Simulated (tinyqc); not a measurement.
Worked calculation: CCSD on RHF in the 6-311g basis, for H2, spin multiplicity 1. One step of it, computed by the program tinyqc.

Question. Iteration 6 (converged): orbitals. Diagonalise F' = X^T F X, C = X C', fill 1 alpha and 1 beta electrons from the bottom; D = 2 C_occ C_occ^T. Each column has its largest component positive (the first on a tie).

converged F (hartree), order 1H 1s, 1H 2s, 1H 3s, 2H 1s, 2H 2s, 2H 3s:
```
[[0.654902, -0.380759, -0.434162, -0.411957, -0.438575, -0.395109],
 [-0.380759, -0.313132, -0.366707, -0.438575, -0.446685, -0.387436],
 [-0.434162, -0.366707, -0.260181, -0.395109, -0.387436, -0.282843],
 [-0.411957, -0.438575, -0.395109, 0.654902, -0.380759, -0.434162],
 [-0.438575, -0.446685, -0.387436, -0.380759, -0.313132, -0.366707],
 [-0.395109, -0.387436, -0.282843, -0.434162, -0.366707, -0.260181]]
```

X, order 1H 1s, 1H 2s, 1H 3s, 2H 1s, 2H 2s, 2H 3s:
```
[[1.376173, -0.754993, 0.214985, 0.037776, -0.009484, -0.039188],
 [-0.754993, 2.257413, -1.083581, -0.009484, -0.459797, 0.306448],
 [0.214985, -1.083581, 2.476242, -0.039188, 0.306448, -1.294066],
 [0.037776, -0.009484, -0.039188, 1.376173, -0.754993, 0.214985],
 [-0.009484, -0.459797, 0.306448, -0.754993, 2.257413, -1.083581],
 [-0.039188, 0.306448, -1.294066, 0.214985, -1.083581, 2.476242]]
```

Give: F' = X^T F X; orbital energies; coefficients C; D after iteration 6.

Answer.

F' = X^T F X (hartree):
```
[[1.7118, -1.1771, 0.0093, -0.1252, -0.1923, -0.1300],
 [-1.1771, 0.9417, -0.3814, -0.1923, -0.2093, -0.0319],
 [0.0093, -0.3814, 0.1854, -0.1300, -0.0319, -0.1308],
 [-0.1252, -0.1923, -0.1300, 1.7118, -1.1771, 0.0093],
 [-0.1923, -0.2093, -0.0319, -1.1771, 0.9417, -0.3814],
 [-0.1300, -0.0319, -0.1308, 0.0093, -0.3814, 0.1854]]
```

orbital energies (hartree): [-0.5490, 0.1403, 0.3200, 0.5825, 2.5813, 2.6026]

coefficients C, order 1H 1s, 1H 2s, 1H 3s, 2H 1s, 2H 2s, 2H 3s:
```
[[0.1700, 0.0960, -0.0459, -0.0963, -1.0897, -1.1297],
 [0.3053, 0.0405, -0.7850, -1.4516, 1.6813, 1.2249],
 [0.1523, 1.7560, 0.8746, 1.9583, -1.0897, -0.4775],
 [0.1700, -0.0960, -0.0459, 0.0963, 1.0897, -1.1297],
 [0.3053, -0.0405, -0.7850, 1.4516, -1.6813, 1.2249],
 [0.1523, -1.7560, 0.8746, -1.9583, 1.0897, -0.4775]]
```

D after iteration 6, order 1H 1s, 1H 2s, 1H 3s, 2H 1s, 2H 2s, 2H 3s:
```
[[0.0578, 0.1038, 0.0518, 0.0578, 0.1038, 0.0518],
 [0.1038, 0.1865, 0.0930, 0.1038, 0.1865, 0.0930],
 [0.0518, 0.0930, 0.0464, 0.0518, 0.0930, 0.0464],
 [0.0578, 0.1038, 0.0518, 0.0578, 0.1038, 0.0518],
 [0.1038, 0.1865, 0.0930, 0.1038, 0.1865, 0.0930],
 [0.0518, 0.0930, 0.0464, 0.0518, 0.0930, 0.0464]]
```
